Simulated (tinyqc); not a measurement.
Cluster expansion of a binary alloy: correlations, fit, cross-validation and ground states: one step, computed by the program tinyqc. Command: `OMP_NUM_THREADS=1 python tinyqc.py 3024901 3024902 out.jsonl clex walk`. One thread of a shared host (Intel(R) Xeon(R) Processor @ 2.30GHz), about 0.1 s of CPU time with the checks.

s = +1 for A and -1 for B. Energy per site E = J0 + J1 P(point) + sum over clusters of m V P, with P the mean product of spins; V > 0 on a pair favours unlike neighbours. Clusters per site m: pair 1 6, pair 2 3, pair 3 12, triplet 8; the triplet is the triangle of first neighbours. Formation energies are counted from the line between pure A and pure B, which removes J0 and J1.

Task: Normal equations for V1, V2, Vt. Leave out pair 3: A = X^T X and b = X^T E (E being the data with noise) over these three columns; solve A V = b. The root-mean-square error runs over the structures between the pure ends.

Lattice: fcc.

X:
```
                     pair 1    pair 2     pair 3   triplet
A                   0.00000   0.00000    0.00000   0.00000
A3B L1_2           -6.00000   0.00000  -12.00000  -8.00000
A3B D0_22          -6.00000  -1.00000   -8.00000  -8.00000
A3B (001) layers   -4.00000  -1.00000  -12.00000   0.00000
A2B (001) layers   -5.33333  -1.33333  -16.00000   0.00000
AB L1_0            -8.00000   0.00000  -16.00000   0.00000
AB L1_1            -6.00000  -6.00000  -12.00000   0.00000
A2B2 (001) layers  -4.00000  -2.00000  -16.00000   0.00000
AB2 (001) layers   -5.33333  -1.33333  -16.00000   0.00000
AB3 L1_2           -6.00000   0.00000  -12.00000   8.00000
AB3 D0_22          -6.00000  -1.00000   -8.00000   8.00000
AB3 (001) layers   -4.00000  -1.00000  -12.00000   0.00000
B                   0.00000   0.00000    0.00000   0.00000
```

data (meV/site): A 0.00000, A3B L1_2 -42.62900, A3B D0_22 -39.42790, A3B (001) layers -22.21830, A2B (001) layers -29.44363, AB L1_0 -46.07470, AB L1_1 -22.19060, A2B2 (001) layers -19.24160, AB2 (001) layers -28.40413, AB3 L1_2 -26.99510, AB3 D0_22 -23.59930, AB3 (001) layers -20.41100, B 0.00000

Give: matrix A; b; fitted V1, V2, Vt; root-mean-square error of the three-cluster fit.

Result:

matrix A:
```
        V1     V2      Vt
V1  348.89  78.22    0.00
V2   78.22  47.56    0.00
Vt    0.00   0.00  256.00
```

b (meV): 1853.7  354.4  251.7

fitted V1, V2, Vt (meV): 5.7700  -2.0382  0.9832

root-mean-square error of the three-cluster fit = 0.75673 meV/site
